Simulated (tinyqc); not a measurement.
From results back to parameters: band folding and unfolding in a supercell of a chain. Two cases, with inputs chosen for the exercise.

Problem. A chain with hopping -t and site energies alternating +V, -V has E = -/+ sqrt(V^2 + 4 t^2 cos^2(ka)); the lower state has weight (1 + 2t cos(ka)/|E|)/2 on k and the rest on k + pi/a. The gap at ka = pi/2 and the full spread at k = 0 come from hidden t and V.

Find: V, t; weight of the lowest state on k = 0.

Method. The gap is 2V and the spread 2 sqrt(V^2 + 4t^2).

Case 1.

values (eV): gap 1.42000, spread at k = 0 6.59469

Solution.

V, t (eV): 0.710  1.610

weight of the lowest state on k = 0 = 0.9883

Case 2.

values (eV): gap 1.44000, spread at k = 0 5.70473

Solution.

V, t (eV): 0.720  1.380

weight of the lowest state on k = 0 = 0.9838

Computed by tinyqc, one run a case: `OMP_NUM_THREADS=1 python tinyqc.py N N+1 out.jsonl` with N = 1451664, 1451721; one thread of a shared Intel(R) Xeon(R) Processor @ 2.30GHz, about 0.01 s a run at most.
